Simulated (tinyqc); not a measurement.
Thermal stress, cracking, delamination and buckling of a thin film; Griffith cracks and misfitting inclusions: one step, computed by the program tinyqc. Command: `OMP_NUM_THREADS=1 python tinyqc.py 3028477 3028478 out.jsonl filmcrack walk`. One thread of a shared host (Intel(R) Xeon(R) Processor @ 2.30GHz), about 0.01 s of CPU time with the checks.

Isotropic linear elasticity; the substrate is much thicker than the film; stress is positive in tension.

Question. Griffith crack in the substrate. Through crack of length 2a in plane strain: K_Ic = sqrt(2 gamma_s E_s/(1 - nu_s^2)); fracture stress = K_Ic/sqrt(pi a). An edge crack of depth a has K larger by 1.1215.

Inputs (values chosen for the exercise, modelled on an aluminium film on silicon):
```
quantity                          value        unit
substrate Young's modulus E_s       147         GPa
substrate Poisson ratio nu_s       0.24           -
flaw half length a                  9.4  micrometre
substrate surface energy gamma_s    1.9       J/m^2
```

Give: toughness K_Ic; fracture stress, inner crack; fracture stress, edge crack.

Answer.

toughness K_Ic = 0.7699 MPa m^0.5

fracture stress, inner crack = 141.7 MPa

fracture stress, edge crack = 126.3 MPa

The inner crack lowers the strength to 1.0 % of the ideal E_s/10.
